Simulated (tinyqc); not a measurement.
# Voltage drop against the resistance from a pad node to the supply

A grid of 17 by 17 nodes with segments Rx (rows) and Ry (columns); every node draws I1 and the central node kh I1; pads with resistance Rp sit at the nodes whose row and column are multiples of the pitch, counting from 0. The drops u = Vdd - V follow from G u = i, with G the conductance matrix and i the load currents, solved directly. Here the pitch is 4.

Inputs (values chosen for the exercise):

| symbol | value | unit | meaning |
|---|---|---|---|
| Vdd | 0.9 | V | supply voltage |
| Rx | 0.57 | ohm | resistance of a horizontal segment |
| Ry | 0.31 | ohm | resistance of a vertical segment |
| kh | 1 |  | factor on the load at the hot node |
| I1 | 0.22 | mA | load current of a node in the large grid |

Voltage drop against the resistance from a pad node to the supply:
```
Rp (ohm)	pads	worst drop (mV)	mean drop (mV)	largest drop at a pad (mV)	largest pad current (mA)	worst drop over Vdd (%)
0.074	25	0.72673	0.55234	0.24977	3.3753	0.080747
0.15	25	0.95228	0.75464	0.49288	3.2859	0.10581
0.3	25	1.3782	1.1485	0.94531	3.1510	0.15313
0.59	25	2.1665	1.9000	1.7647	2.9910	0.24072
1.2	25	3.7695	3.4651	3.3972	2.8310	0.41883
2.4	25	6.8595	6.5271	6.5095	2.7123	0.76217
4.7	25	12.733	12.383	12.397	2.6377	1.4148
```

The worst drop rises from 0.727 to 12.7 mV and the mean drop rises from 0.552 to 12.4 mV. The worst drop goes as Rp^(0.38) between the first two rows and Rp^(0.92) between the last two. The central node is itself a pad.

tinyqc, about 0.1 s, one thread, Intel Xeon 2.30GHz (shared host): `OMP_NUM_THREADS=1 python tinyqc.py 2770148 2770149 out.jsonl`
